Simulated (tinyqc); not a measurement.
# Worked calculation: floating body of a partially depleted SOI transistor: body voltage and kink

tinyqc, about 0.2 s, one thread, Intel Xeon 2.30GHz (shared host): `OMP_NUM_THREADS=1 python tinyqc.py 2182197 2182198 out.jsonl` Printed values are rounded.

Source at 0 V. Channel current Ic = 2 nf K Vt^2 [F(0) - F(Vd)](1 + la Vd), F(V) = ln^2(1 + exp((Vg - VT - nf V)/(2 nf Vt))), VT = VT0 - gb Vb. Saturation voltage Vs = 2 Vt sqrt(F(0)) + 3 Vt, excess Ve = (Vd - Vs + sqrt((Vd - Vs)^2 + 0.0004 V^2))/2, multiplication M1 = Ai Ve exp(-Bl/Ve). Each junction passes D(v) = J1 (exp(v/Vt) - 1) + J2 (exp(v/(2 Vt)) - 1). Bipolar current Ib = bb J1 (exp(Vb/Vt) - 1). The body settles where M1 (Ic + Ib) = D(Vb) + D(Vb - Vd) + Vb/Rb; drain current Id = (1 + M1)(Ic + Ib) - D(Vb - Vd).

Inputs (values chosen for the exercise); values of the order met in partially depleted silicon-on-insulator transistors: temperature T = 358 K; threshold at zero body voltage VT0 = 0.32 V; fall of the threshold per volt of body voltage gb = 0.32; slope factor nf = 1.38; gain factor per width K = 510 uA/(V^2 um); channel-length modulation factor la = 0.07 1/V; impact-ionisation prefactor Ai = 3.02 1/V; impact-ionisation voltage Bl = 7 V; diffusion saturation current of each junction J1 = 2.3e-11 uA/um; recombination saturation current of each junction J2 = 2.5e-7 uA/um; gain of the lateral bipolar transistor on the diffusion current bb = 0.5; resistance of a weak body tie to the source (1e9 stands for no tie, and the term is then dropped) Rb = 1e9 kohm um; gate voltage Vg = 0.26 V; drain voltage Vd = 1.8 V.

Constants: q = 1.602176634e-19 C, kB = 1.380649e-23 J/K, Vt = kB T/q. Results are converted to the units shown.

Range of the model: The multiplication law is an empirical form chosen for the exercise; self-heating and capacitive coupling to the body are left out, and the linear laws are rough once Vb passes about 0.7 V or M1 about 0.1.

## Starting value

Vb = 0.64 V.

Vb at the start = 0.64 V

## Iteration 1: new Vb

Current into the body I_in = M1 (Ic + Ib) - D(Vb - Vd), current out I_out = D(Vb) + Vb/Rb; f = ln(I_in/I_out), s = df/dVb by central differences over 1e-5 V, Vb(new) = Vb - f/s.

Ic = 5.26528 uA/um
Ve = 1.59224 V
M1 = 0.0592536
I_in = 0.312684 uA/um
I_out = 0.0315111 uA/um
f = 2.29485
s = -25.5013 1/V
Vb after iteration 1 = 0.729990 V

## Iteration 2: new Vb

As before.

Ic = 7.04555 uA/um
Ve = 1.57417 V
M1 = 0.0556980
I_in = 0.404531 uA/um
I_out = 0.469107 uA/um
f = -0.148104
s = -27.9819 1/V
Vb after iteration 2 = 0.724697 V

## Course of the iteration

Stop when the step is below 1e-10 V, or after 40 iterations.

Course of the iteration:
```
iteration  Vb before the step (V)   step (V)
1                            0.64     0.0900
2                        0.729990   -5.29e-3
3                        0.724697    8.69e-7
4                        0.724698  -1.99e-14
```

Converged in 4 iterations.

## Drain current with floating and with grounded body

converged Vb = 0.724698 V

Id and VT at the converged Vb, Id at Vb = 0, their ratio, and the bipolar share Ib/(Ic + Ib).

VT = 0.0880967 V
Id, floating = 7.51227 uA/um
Id, grounded = 0.262635 uA/um
ratio = 28.6035
bipolar share = 2.57367 %

The body rises to 0.725 V and lowers the threshold by 232 mV.
